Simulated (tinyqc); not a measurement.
Electron mobility of a polar semiconductor by Rode's iterative solution of the Boltzmann equation: one step, computed by the program tinyqc. Command: `OMP_NUM_THREADS=1 python tinyqc.py 3006358 3006359 out.jsonl rode walk`. One thread of a shared host (Intel(R) Xeon(R) Processor @ 2.30GHz), about 0.01 s of CPU time with the checks.

The distribution is f(E) + e F l(E) (-df/dE) cos(theta) for a weak field F, theta counted from the force; l(E) is a mean free path. Elastic processes enter by their momentum rate, polar optical phonons by out- and in-scattering terms. One valley only: where upper valleys lie close, measured mobilities are lower. The density n is prescribed, even where a narrow-gap material would have more intrinsic carriers.

Problem. Fermi level and screening. Parabolic band: E = hbar^2 k^2/(2 m), speed v = hbar k/m, states per spin, volume and energy g(E) = m k/(2 pi^2 hbar^2). Masses are multiplied by m_0 and all formulas are in SI units. The reduced Fermi level eta = E_F/(k_B T) solves n = 2 Z int g f dE with f = 1/(1 + exp(x - eta)) (Z = 1 unless valleys are given); screening length L_s = sqrt(eps_s eps_0 k_B T/(e^2 dn/deta)), dn/deta = 2 Z int g f (1 - f) dE. Integrals over x = E/(k_B T) use 160 Gauss-Legendre points in u = sqrt(x) from 0 to sqrt(max(eta, 0) + 32). N_I = n (1 + C)/(1 - C).

Inputs (values chosen for the exercise, modelled on InAs): effective mass m = 0.0228 m_0; static permittivity eps_s = 15.1; electron density n = 5.5e+16 1/cm^3; compensation ratio C = 0; temperature T = 350 K.

Band: parabolic. Elastic processes: acoustic, piezoelectric, impurity.

Constants: k_B = 8.617333262e-05 eV/K; m_0 = 9.1093837015e-31 kg; e = 1.602176634e-19 C; hbar = 1.054571817e-34 J s; eps_0 = 8.8541878128e-12 F/m; k_B = 1.380649e-23 J/K.

Give: reduced Fermi level eta; screening length L_s; ionised impurity density N_I.

Solution.

reduced Fermi level eta = -0.50542

screening length L_s = 23.199 nm

ionised impurity density N_I = 5.50e+16 1/cm^3
